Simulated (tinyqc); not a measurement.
Inside a calculation. Method: empirical pseudopotential in a few plane waves. One step of it, computed by the program tinyqc.

Question. Levels at G. Diagonalise the Hermitian matrix.

H(k) at G (eV), order +0+0+0, -1-1-1, -1-1+1, -1+1-1, -1+1+1, +1-1-1, +1-1+1, +1+1-1, +1+1+1, -2+0+0, +0-2+0, +0+0-2, +0+0+2, +0+2+0, +2+0+0:
```
[[0.000000, 1.943377, -1.943377, -1.943377, -1.943377, -1.943377, -1.943377, -1.943377, 1.943377, 0.000000, 0.000000, 0.000000, 0.000000, 0.000000, 0.000000],
 [1.943377, 11.930364, 0.000000, 0.000000, -0.408171, 0.000000, -0.408171, -0.408171, 0.000000, -1.943377, -1.943377, -1.943377, -0.663827, -0.663827, -0.663827],
 [-1.943377, 0.000000, 11.930364, 0.408171, 0.000000, 0.408171, 0.000000, 0.000000, -0.408171, -1.943377, -1.943377, 0.663827, 1.943377, -0.663827, -0.663827],
 [-1.943377, 0.000000, 0.408171, 11.930364, 0.000000, 0.408171, 0.000000, 0.000000, -0.408171, -1.943377, 0.663827, -1.943377, -0.663827, 1.943377, -0.663827],
 [-1.943377, -0.408171, 0.000000, 0.000000, 11.930364, 0.000000, 0.408171, 0.408171, 0.000000, 1.943377, -0.663827, -0.663827, -1.943377, -1.943377, 0.663827],
 [-1.943377, 0.000000, 0.408171, 0.408171, 0.000000, 11.930364, 0.000000, 0.000000, -0.408171, 0.663827, -1.943377, -1.943377, -0.663827, -0.663827, 1.943377],
 [-1.943377, -0.408171, 0.000000, 0.000000, 0.408171, 0.000000, 11.930364, 0.408171, 0.000000, -0.663827, 1.943377, -0.663827, -1.943377, 0.663827, -1.943377],
 [-1.943377, -0.408171, 0.000000, 0.000000, 0.408171, 0.000000, 0.408171, 11.930364, 0.000000, -0.663827, -0.663827, 1.943377, 0.663827, -1.943377, -1.943377],
 [1.943377, 0.000000, -0.408171, -0.408171, 0.000000, -0.408171, 0.000000, 0.000000, 11.930364, -0.663827, -0.663827, -0.663827, -1.943377, -1.943377, -1.943377],
 [0.000000, -1.943377, -1.943377, -1.943377, 1.943377, 0.663827, -0.663827, -0.663827, -0.663827, 15.907152, 0.408171, 0.408171, -0.408171, -0.408171, 0.000000],
 [0.000000, -1.943377, -1.943377, 0.663827, -0.663827, -1.943377, 1.943377, -0.663827, -0.663827, 0.408171, 15.907152, 0.408171, -0.408171, 0.000000, -0.408171],
 [0.000000, -1.943377, 0.663827, -1.943377, -0.663827, -1.943377, -0.663827, 1.943377, -0.663827, 0.408171, 0.408171, 15.907152, 0.000000, -0.408171, -0.408171],
 [0.000000, -0.663827, 1.943377, -0.663827, -1.943377, -0.663827, -1.943377, 0.663827, -1.943377, -0.408171, -0.408171, 0.000000, 15.907152, 0.408171, 0.408171],
 [0.000000, -0.663827, -0.663827, 1.943377, -1.943377, -0.663827, 0.663827, -1.943377, -1.943377, -0.408171, 0.000000, -0.408171, 0.408171, 15.907152, 0.408171],
 [0.000000, -0.663827, -0.663827, -0.663827, 0.663827, 1.943377, -1.943377, -1.943377, -1.943377, 0.000000, -0.408171, -0.408171, 0.408171, 0.408171, 15.907152]]
```

Give: eigenvalues.

Answer.

eigenvalues (eV): [-1.9944, 8.0581, 8.0581, 8.0581, 10.4023, 11.5222, 11.5222, 11.5222, 15.0908, 15.0908, 15.1493, 19.3713, 19.3713, 19.3713, 20.2924]
